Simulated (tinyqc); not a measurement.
From a target to a composition: virtual-crystal alloy in the empirical-pseudopotential method. Two cases, with inputs chosen for the exercise.

Problem. The gap from the valence top to the fifth band at L = (1/2,1/2,1/2) is given; it is monotonic in x. Find x.

Empirical pseudopotential on the fcc lattice, atoms at +/- tau, tau = a (1,1,1)/8, no spin-orbit coupling. H(G,G') = c (2 pi/a)^2 |k + G|^2 delta + VS(q) cos(q.tau) + i VA(q) sin(q.tau), q = G - G', c = hbar^2/2m0; k and G in units of 2 pi/a; VS at |q|^2 = 3, 8, 11 and VA at 3, 4, 11, in rydberg, zero elsewhere. At each k the basis holds all G with |k + G|^2 up to 16; energies are counted from the fourth level at Gamma.

Virtual crystal A(1-x)B(x): a = (1 - x) a_A + x a_B. Rule linear: V = (1 - x) V_A + x V_B. Rule volume: V = [(1 - x) a_A^3 V_A + x a_B^3 V_B]/a^3, since a form factor is an atomic potential divided by the cell volume.

Constants: hbar^2/2m0 = 3.80998211 eV angstrom^2; Ry = 13.60569312 eV.

Case 1.

Values chosen (classic local form factors of the size used for Si (A) and Ge (B), which place X and L only to a few tenths of an eV; shifted at random, so the results belong to these values and not to a real crystal): a = (5.433, 5.651) angstrom (lattice constants of A, B); VSA = (-0.209, 0.039, 0.079) Ry (symmetric form factors of A); VAA = (0, 0, 0) Ry (antisymmetric form factors of A); VSB = (-0.23, 0.01, 0.06) Ry (symmetric form factors of B); VAB = (0, 0, 0) Ry (antisymmetric form factors of B); rule = linear (mixing rule).

gap to L = 1.30441 eV

Case 2.

Values chosen (classic local form factors of the size used for Si (A) and Ge (B), which place X and L only to a few tenths of an eV; shifted at random, so the results belong to these values and not to a real crystal): a = (5.421, 5.665) angstrom (lattice constants of A, B); VSA = (-0.214, 0.041, 0.08) Ry (symmetric form factors of A); VAA = (0, 0, 0) Ry (antisymmetric form factors of A); VSB = (-0.228, 0.011, 0.06) Ry (symmetric form factors of B); VAB = (0, 0, 0) Ry (antisymmetric form factors of B); rule = volume (mixing rule).

gap to L = 1.45488 eV

Find: x; a.

Solution.

Case 1.

x = 0.57
a = 5.557 angstrom

Bisect on x between the ends, where the gap to L is 1.767 and 0.922 eV; a straight line between them would give x = 0.55.

Case 2.

x = 0.44
a = 5.528 angstrom

Bisect on x between the ends, where the gap to L is 1.876 and 0.945 eV; a straight line between them would give x = 0.45.

Computed by tinyqc, one run a case: `OMP_NUM_THREADS=1 python tinyqc.py N N+1 out.jsonl` with N = 1081369, 1081409; one thread of a shared Intel(R) Xeon(R) Processor @ 2.30GHz, about 0.2 s a run at most.
